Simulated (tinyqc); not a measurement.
Free and trapped electrons in a MOS channel with a dense trap tail: two steps of the calculation.

p-type body, charge-sheet picture, full ionisation (an idealisation for deep acceptors), Boltzmann statistics for free electrons. e = Ec - EF at the surface. Acceptor-like traps of density D(E) = D0 + De exp(-E/Ew) at depth E below Ec, from 0 to Eu, hold n_t = integral of D(E)/(1 + exp((e - E)/Vt)). psi = Eg - Vt ln(Nv/Na) - e; N_dep = sqrt(2 eps0 eps_r Na (psi - Vt)/q); n_f = sqrt(N_dep^2 + 2 eps0 eps_r Vt Nc exp(-e/Vt)/q) - N_dep; Vg = Vfb + psi + q (N_dep + n_t + n_f)/Cox, Cox = eps0 eox/tox.

Values chosen for this exercise; band and dielectric values close to those of 4H silicon carbide: temperature T = 300 K; band gap Eg = 3.22 eV; relative permittivity eps_r = 9.69; conduction-band density of states at T Nc = 1.67e19 cm^-3; valence-band density of states at T Nv = 2.48e19 cm^-3; relative permittivity of the insulator eox = 3.9; insulator thickness tox = 73 nm; acceptor density Na = 3e16 cm^-3; flat-band voltage without trapped charge Vfb = -2.48 V; constant background density of acceptor-like traps D0 = 2.8e10 cm^-2 eV^-1; density of the tail at the conduction edge De = 4.1e13 cm^-2 eV^-1; decay energy of the tail Ew = 0.06 eV; depth below Ec down to which the traps reach Eu = 0.97 eV; mobility of free electrons mf = 150 cm^2/(V s); Ec - EF at the surface e = 0.029 eV.

Constants: q = 1.602176634e-19 C, kB = 1.380649e-23 J/K, Vt = kB T/q, eps0 = 8.8541878128e-14 F/cm where lengths are in cm. Results are converted to the units shown.

Task 1. Trapped charge. Trapezoid rule on 12 equal steps from 0 to Eu, f = 1/(1 + exp((e - E)/Vt)).

Give: E; D(E) f; n_t.

Result 1.

```
point   E (eV)  D(E) f (cm^-2 eV^-1)
0            0              1.008e13
1      0.08083              9.418e12
2       0.1617              2.782e12
3       0.2425              7.481e11
4       0.3233              2.152e11
5       0.4042              7.668e10
6       0.4850              4.065e10
7       0.5658              3.129e10
8       0.6467              2.886e10
9       0.7275              2.822e10
10      0.8083              2.806e10
11      0.8892              2.802e10
12      0.9700              2.800e10
```

n_t = 1.494e12 cm^-2

Task 2. Charges and gate voltage. psi, N_dep, n_f and Vg as defined, with the n_t given; free share n_f/(n_f + n_t); apparent mobility mf n_f/(n_f + n_t); gate voltage spent on traps q n_t/Cox.

n_t = 1.4937656e12 cm^-2

Give: psi; N_dep; n_f; Vg; free share; apparent mobility; gate voltage spent on traps.

Result 2.

psi = 3.0173 V
N_dep = 9.8039e11 cm^-2
n_f = 5.9033e11 cm^-2
Vg = 10.917 V
free share = 28.325 %
apparent mobility = 42.488 cm^2/(V s)
gate voltage spent on traps = 5.0594 V

Numbers from tinyqc (`OMP_NUM_THREADS=1 python tinyqc.py 2222026 2222027 out.jsonl`; about 0.03 s on one thread of a shared Intel Xeon 2.30GHz).
